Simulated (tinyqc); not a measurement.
# MOSFET in saturation, small-signal circuit and noise: several studies

Bias by the inversion coefficient IC = I/Ispec (charge-based model with velocity saturation; weak inversion below 0.1, strong above 10). Common-source circuit: gm, gds, Cgs, Cgd and Cj at the inner nodes, Rg in series with the gate; quasi-static, no source or drain resistance, no gate-body capacitance, no substrate network, no induced gate noise, so fmax is an upper estimate.

Inputs (values chosen for the exercise): temperature T = 325 K; gate length L = 65 nm; total gate width W = 80 um; gate capacitance Cox = 1.63 uF/cm^2; mobility mu = 160 cm^2/(V s); slope factor n = 1.36; velocity-saturation length Ls = 20 nm; ratio gds/gm sg = 0.042; overlap and fringe capacitance per side Cov = 0.45 fF/um; drain junction capacitance Cj = 0.5 fF/um; sheet resistance of the gate Rsh = 8 ohm; finger width Wf = 2 um; gate contact and vertical resistance Rc = 100 ohm um; inversion coefficient IC = 2.8; short-channel excess of the noise factor gw = 0.03; oxide trap density Nt = 1.2e18 cm^-3 eV^-1; tunnelling length into the oxide lt = 0.1 nm; Coulomb scattering coefficient ac = 3000 V s/C.

Constants: q = 1.602176634e-19 C, kB = 1.380649e-23 J/K, Vt = kB T/q. Results are converted to the units shown.

Each table varies one quantity; the others keep the values above.

## Gains against frequency

Ispec = 2 n mu Cox (W/L) Vt^2, lc = Ls/L, gms = [sqrt((lc IC + 1)^2 + 4 IC) - 1]/[2 + lc (lc IC + 1)], gm = gms Ispec/(n Vt), gds = sg gm. qs = [sqrt(1 + 4 IC) - 1]/2, Cgs = Cox W L qs (2 qs + 3)/(3 (qs + 1)^2) + Cov W, Cgd = Cov W, Cd = Cj W, Rg = Rsh (Wf/L)/(12 Nf) + Rc/W with Nf = W/Wf fingers (not rounded) contacted at both ends. fT = gm/(2 pi (Cgs + Cgd)), fmax = fT/(2 sqrt(Rg (gds + 2 pi fT Cgd))). Inner admittances at w = 2 pi f: y11 = i w (Cgs + Cgd), y12 = -i w Cgd, y21 = gm - i w Cgd, y22 = gds + i w (Cgd + Cd). Invert to Z, add Rg to Z11 and invert back to Y. |h21| = |Y21/Y11|; U = |Y21 - Y12|^2/(4 [Re Y11 Re Y22 - Re Y12 Re Y21]). MSG = |Y21/Y12|; stability factor k = [2 Re Y11 Re Y22 - Re(Y12 Y21)]/|Y12 Y21|.

The same in every row: f sqrt(U) (GHz) = 125.87.

Gains against frequency:

| f (GHz) | \|h21\| (dB) | U (dB) | MSG (dB) | k |
|---|---|---|---|---|
| 0.29 | 39.856 | 52.751 | 24.792 | 0.0041174 |
| 0.53 | 34.619 | 47.513 | 22.173 | 0.0075248 |
| 1 | 29.105 | 41.999 | 19.416 | 0.014197 |
| 1.9 | 23.531 | 36.424 | 16.629 | 0.026970 |
| 3.5 | 18.230 | 31.117 | 13.979 | 0.049653 |
| 6.5 | 12.870 | 25.740 | 11.299 | 0.092033 |
| 12 | 7.6016 | 20.415 | 8.6647 | 0.16879 |
| 23 | 2.1602 | 14.764 | 5.9441 | 0.31581 |

Over the table |h21| falls by 19.8 dB a decade, U by 20.0 and MSG by 9.92. The product f sqrt(U) stays at 126 GHz, against fmax = 126 GHz from the formula. k stays below one in all rows, so the device is only conditionally stable. In every row fmax exceeds 4 fT, where channel resistance and substrate losses, left out here, would cap it.

## Effect of the overlap and fringe capacitance per side on speed and noise

Channel noise Sid = 4 kB T gam n gm with gam = (1/2 + (2/3) qs)/(1 + qs) + gw lc IC, qs = [sqrt(1 + 4 IC) - 1]/2, lc = Ls/L (the last term an empirical rise with velocity saturation); at the gate, white noise Sw = Sid/gm^2 + 4 kB T Rg. Number fluctuation with correlated mobility: S(f) = K/f, K = q^2 Vt lt Nt/(W L Cox^2) (1 + ac mu Cox I/gm)^2, Vt in eV with Nt per eV. Corner fc = K/Sw. IC is held fixed.

The same in every row: I (uA) = 1917; Rg (ohm) = 1.763; sqrt(Sw) (nV/Hz^0.5) = 0.8916; fc (MHz) = 90.92.

Effect of the overlap and fringe capacitance per side on speed and noise:

| Cov (fF/um) | fT (GHz) | fmax (GHz) |
|---|---|---|
| 0.05 | 67.93 | 507.8 |
| 0.15 | 50.49 | 279.2 |
| 0.25 | 40.18 | 197.3 |
| 0.35 | 33.36 | 153.5 |
| 0.45 | 28.52 | 125.9 |
| 0.55 | 24.91 | 106.8 |
| 0.65 | 22.11 | 92.78 |

Read the table: what changes, and by how much?

As Cov goes from 0.05 to 0.65 fF/um, fT falls from 67.9 to 22.1 GHz, fmax falls from 508 to 92.8 GHz, the white noise stays at 0.892 nV/Hz^0.5 and the corner stays at 90.9 MHz. In every row fmax exceeds 4 fT, where channel resistance and substrate losses, left out here, would cap it.

## Effect of the finger width on speed and noise

Same model as above.

Corner fc = K/Sw. IC is held fixed.

The same in every row: I (uA) = 1917; fT (GHz) = 28.52.

Effect of the finger width on speed and noise:

| Wf (um) | Rg (ohm) | fmax (GHz) | sqrt(Sw) (nV/Hz^0.5) | fc (MHz) |
|---|---|---|---|---|
| 0.25 | 1.258 | 149.0 | 0.8865 | 91.97 |
| 0.5 | 1.282 | 147.6 | 0.8867 | 91.92 |
| 1 | 1.378 | 142.4 | 0.8877 | 91.72 |
| 2 | 1.763 | 125.9 | 0.8916 | 90.92 |
| 4 | 3.301 | 91.98 | 0.9069 | 87.87 |
| 8 | 9.455 | 54.35 | 0.9659 | 77.47 |

Read the table: what changes, and by how much?

As Wf goes from 0.25 to 8 um, fT stays at 28.5 GHz, fmax falls from 149 to 54.4 GHz, the white noise rises from 0.887 to 0.966 nV/Hz^0.5 and the corner falls from 92.0 to 77.5 MHz. The finger width leaves fT alone and acts through Rg, whose sheet part goes as Wf^2. For Wf = 0.25 to 2 um fmax exceeds 4 fT, where channel resistance and substrate losses, left out here, would cap it.

tinyqc, about 0.01 s, one thread, Intel Xeon 2.30GHz (shared host): `OMP_NUM_THREADS=1 python tinyqc.py 2150003 2150004 out.jsonl`
